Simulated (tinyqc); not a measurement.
Surface photovoltage measurement of the minority-carrier diffusion length in a wafer. Changing the wavelength. Computed by tinyqc, a small Python program. Command: `OMP_NUM_THREADS=1 python tinyqc.py 3130571 3130572 out.jsonl spv sweep`. One thread of a shared host (Intel(R) Xeon(R) Processor @ 2.30GHz), about 0.01 s of CPU time with the checks.

Low injection, steady light, a depletion layer much thinner than 1/alpha and L. The excess density dn is taken at the front edge of the neutral region; light that reaches the back is lost.

Inputs (values chosen for the exercise, modelled on p-type silicon at room temperature): diffusion length L = 22 micrometre; wafer thickness W = 775 micrometre; diffusivity D = 26.1 cm^2/s; front recombination velocity S_f = 14000 cm/s; back recombination velocity S_b = 390000 cm/s; photon flux entering = 4.5e+13 1/(cm^2 s); minority density at the surface barrier scale n_0 = 9.9e+08 1/cm^3; temperature T = 298 K.

Constants: k_B = 8.617333262e-05 eV/K.

Method:
- alpha = (84.732/lambda - 76.417)^2 per cm with lambda in micrometre (an empirical fit for silicon between 0.7 and 1.05 micrometre).
- Thick wafer: dn = Phi L/((S_f + D/L)(L + 1/alpha)). Finite wafer, with s = S_b L/D, w = W/L, a = alpha L: dn = [Phi a/(a^2 - 1)] [a - B - exp(-alpha W)(a - s)/(cosh w + s sinh w)]/(S_f + B D/L), B = (sinh w + s cosh w)/(cosh w + s sinh w).
- Photovoltage V = (k_B T/e) ln(1 + dn/n_0). Lifetime = L^2/D.

One run for each value:
```
wavelength (nm)  dn, finite wafer (1/cm^3)  penetration depth 1/alpha (micrometre)  dn, thick wafer (1/cm^3)
780                             1.2099e+09                                    9.64                1.2099e+09
811                             1.1031e+09                                   12.70                1.1031e+09
842                             9.8011e+08                                   17.05                9.8011e+08
874                             8.3713e+08                                   23.73                8.3713e+08
905                             6.8641e+08                                   33.76                6.8641e+08
936                             5.2989e+08                                   50.24                5.2989e+08
968                             3.7189e+08                                   80.93                3.7189e+08
999                             2.3379e+08                                  141.73                2.3379e+08
1030                            1.2171e+08                                  292.50                1.2171e+08
```

Over the rows, dn, finite wafer (1/cm^3) falls from 1.21e9 to 1.22e8 (exponent d ln y / d ln x -2.4 between the first rows and -21 between the last); penetration depth 1/alpha (micrometre) rises from 9.64 to 292 (exponent d ln y / d ln x 7.1 between the first rows and 24 between the last); dn, thick wafer (1/cm^3) falls from 1.21e9 to 1.22e8 (exponent d ln y / d ln x -2.4 between the first rows and -21 between the last).
